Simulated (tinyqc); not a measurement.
Inside a calculation. Model: strain, valley repopulation and piezoresistance in a many-valley conduction band. Computed by tinyqc, a small Python program that keeps every step. Command: `OMP_NUM_THREADS=1 python tinyqc.py 3012482 3012483 out.jsonl valleys walk`. One thread of a shared host (Intel(R) Xeon(R) Processor @ 2.30GHz), about 0.02 s of CPU time with the checks. Intermediate numbers are printed to about 6 digits and carried at full precision; extremes and crossings named in words are read from the listed rows.

Valleys are ellipsoids with mass m_l along the axis a and m_t across it, parabolic, with one constant relaxation time; strain shifts the valleys and leaves the masses alone. Currents are taken along [100], along the load, and along [010], across the load.

Inputs (values chosen for the exercise, modelled on silicon):
```
quantity                               value    unit
longitudinal mass m_l                  0.896     m_0
transverse mass m_t                    0.187     m_0
shear deformation potential Xi_u        9.16      eV
dilation deformation potential Xi_d      1.1      eV
C11                                      167     GPa
C12                                     63.6     GPa
C44                                     79.9     GPa
stress X (tension positive)             -760     MPa
electron density n                   4.4e+19  1/cm^3
relaxation time tau                       44      fs
temperature T                            300       K
```

Valley axes: <100> (6 valleys in 3 pairs). Load: uniaxial [100].

Constants: k_B = 8.617333262e-05 eV/K; m_0 = 9.1093837015e-31 kg; k_B = 1.380649e-23 J/K; hbar = 1.054571817e-34 J s; e = 1.602176634e-19 C.

## Strain

Compliances S11 = (C11 + C12)/((C11 - C12)(C11 + 2 C12)), S12 = -C12/((C11 - C12)(C11 + 2 C12)), S44 = 1/C44; stress sigma_ij = X n_i n_j for the unit vector n of the load; e_xx = S11 sigma_xx + S12 (sigma_yy + sigma_zz), e_xy = S44 sigma_xy/2 (tensor strain).

strain tensor (%):
```
           x         y         z
x  -0.576116  0.000000  0.000000
y   0.000000  0.158894  0.000000
z   0.000000  0.000000  0.158894
```

## Valley shifts

Herring-Vogt shift of a valley with unit axis a: dE = Xi_d tr(e) + Xi_u a.e.a.

shifts dE (meV): x -55.6138, y 11.7131, z 11.7131

splitting (highest minus lowest) = 67.3269 meV

Lowest: x; the splitting is 2.60 k_B T.

## Populations

Each of the 6 valleys holds n_v = N_v (2/sqrt(pi)) F_1/2((E_F - dE_v)/(k_B T)), N_v = 2 (m_d k_B T/(2 pi hbar^2))^(3/2), m_d = (m_l m_t^2)^(1/3); E_F solves sum n_v = n and is counted from the unstrained edge. F_j(eta) = int_0^infinity x^j/(1 + exp(x - eta)) dx, without a gamma-function factor. It is evaluated after integrating by parts. Integrals over x = E/(k_B T) use 160 Gauss-Legendre points in u = sqrt(x) from 0 to sqrt(max(eta, 0) + 32).

Fermi level E_F = 8.43797 meV

share of the electrons (per pair): x 0.720757, y 0.139621, z 0.139621

## Mobility tensor and resistance change

Mobility tensor mu = e tau sum_v (n_v/n) [1/m_t + (1/m_l - 1/m_t) a a^T]; unstrained mu_0 = e tau (1/m_l + 2/m_t)/3; resistivity along d from the inverse tensor, rho_d = d.mu^-1.d/(n e), mobility along d = 1/(d.mu^-1.d); gauge pi_d = (rho_d/rho_0 - 1)/X.

mobility tensor (cm^2/(V s)):
```
         x        y        z
x  177.814    0.000    0.000
y    0.000  368.118    0.000
z    0.000    0.000  368.118
```

unstrained mobility mu_0 = 304.684 cm^2/(V s)

mobility along the first direction = 177.814 cm^2/(V s)

mobility along the second direction = 368.118 cm^2/(V s)

resistance change along the first direction = 71.3496 %

resistance change along the second direction = -17.2322 %

The mobility lies between e tau/m_l = 86.4 and e tau/m_t = 414; the trace stays at 3 mu_0. Along the first direction the filled valleys present more of their heavy mass.

## Linear piezoresistance coefficients

With eta_0 the reduced Fermi level without strain, r = F_-1/2(eta_0)/(2 F_1/2(eta_0)) (1 for a classical gas) and c = r (Xi_u/k_B T) (m_l - m_t)/(2 m_l + m_t): pi11 = -(2/3) c (S11 - S12), pi12 = -pi11/2, pi44 = 0, with S11 - S12 = 1/(C11 - C12).

eta_0 = 1.07219

degeneracy factor r = 0.641605

pi11 = -52.5119 1e-11/Pa

pi12 = 26.2559 1e-11/Pa

pi44 = 0 1e-11/Pa

Degeneracy lowers the coefficients to 64 % of the classical value.

## Full result against the linear law

Linear theory: pi_l = pi11, pi_t = pi12.

Resistance changes (%); at 2000 MPa the strain is near or above 1 %, where band warping, left out here, matters:
```
X (MPa)  splitting (meV)  largest share  first direction    linear  second direction    linear
-2000            177.176       0.989446          239.190   105.024          -26.0678  -52.5119
-1000             88.588       0.821166          110.223    52.512          -20.7706  -26.2559
-400              35.435       0.540144           28.580    21.005          -10.0022  -10.5024
-150              13.288       0.408881            8.837     7.877           -3.9015   -3.9384
-50                4.429       0.358042            2.728     2.626           -1.3104   -1.3128
50                 4.429       0.345394           -2.527    -2.626            1.3133    1.3128
150               13.288       0.368470           -7.022    -7.877            3.9246    3.9384
400               35.435       0.418360          -15.453   -21.005           10.0577   10.5024
1000              88.588       0.483198          -24.365   -52.512           19.1998   26.2559
2000             177.176       0.499387          -26.305  -105.024           21.7244   52.5119
```

Along the first direction the linear law holds within 10 % for 2 of the 10 stresses, at -50.0, 50.0 MPa. At the largest compression the full change is +239.2 % against the linear +105.0 %, at the largest tension -26.3 % against -105.0 %: once the splitting is comparable with k_B T (or E_F) the populations no longer follow it linearly, and the change must saturate when the upper valleys are empty.

Checks made by the program: trace of the tensor against 3 mu_0 (relative difference below 1e-10); linear coefficients against the full calculation at 0.01 MPa (relative difference 4e-06).
